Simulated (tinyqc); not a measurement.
Valley-orbit splitting of a donor ground state, with strain: one step, computed by the program tinyqc. Command: `OMP_NUM_THREADS=1 python tinyqc.py 3019755 3019756 out.jsonl valleyorbit walk`. One thread of a shared host (Intel(R) Xeon(R) Processor @ 2.30GHz), about 0.01 s of CPU time with the checks.

The basis is the 1s envelope in each valley; energies are counted from the unstrained conduction-band edge. The strain is e_s (a a^T - 1/3) for the unit stress axis a, so valley j along n_j moves by Xi_u e_s w_j with w_j = (n_j.a)^2 - 1/3: +1/6 for x and y, -1/3 for z. The splitting at the zone boundary that a [110] shear adds for <100> valleys is left out.

Problem. Populations and ionisation. H_jj = -(E_0 + Lambda) + Xi_u e_s w_j; H_jk = -Delta_2 between opposite valleys and -Delta_1 between perpendicular ones. z = sum over levels of exp(-(E - E_ground)/k_B T), the ground-state share being 1/z; N_c = 2 (2 pi m_e k_B T/h^2)^(3/2) sum_j exp(-(shift_j - lowest shift)/k_B T); n1 = N_c/(2 z) exp(-binding/k_B T), binding = lowest shift - E_ground; without compensation n = 2 N_D/(1 + sqrt(1 + 4 N_D/n1)) (Boltzmann statistics; p and higher states left out).

Inputs (values chosen for the exercise, for a model many-valley semiconductor):

| quantity | value | unit |
|---|---|---|
| single-valley binding energy E_0 | 19.2 | meV |
| central-cell shift Lambda | 7.32 | meV |
| coupling Delta_1 | 2.4 | meV |
| coupling Delta_2 | 0.825 | meV |
| shear deformation potential Xi_u | 9.06 | eV |
| shear strain e_s | -0.00029 | - |
| temperature T | 200 | K |
| donor density N_D | 1.8e+17 | cm^-3 |
| density-of-states mass of one valley m_e | 0.323 | m_0 |

Valleys: six along <100>. Stress axis: [110].

Constants: k_B = 8.617333262e-05 eV/K; m_0 = 9.1093837015e-31 kg; k_B = 1.380649e-23 J/K; h = 6.62607015e-34 J s.

Give: partition sum z; share of neutral donors in the ground state; N_c; n1; free electrons n.

Solution.

partition sum z = 3.4261

share of neutral donors in the ground state = 0.29187

N_c = 1.4677e+19 cm^-3

n1 = 2.5716e+17 cm^-3

free electrons n = 1.2206e+17 cm^-3

Caution: k_B T exceeds a third of E_0, so the p and higher states, left out, hold part of the bound electrons. Caution: at this donor density neighbouring orbits begin to overlap and the depth shrinks, which a fixed level leaves out.
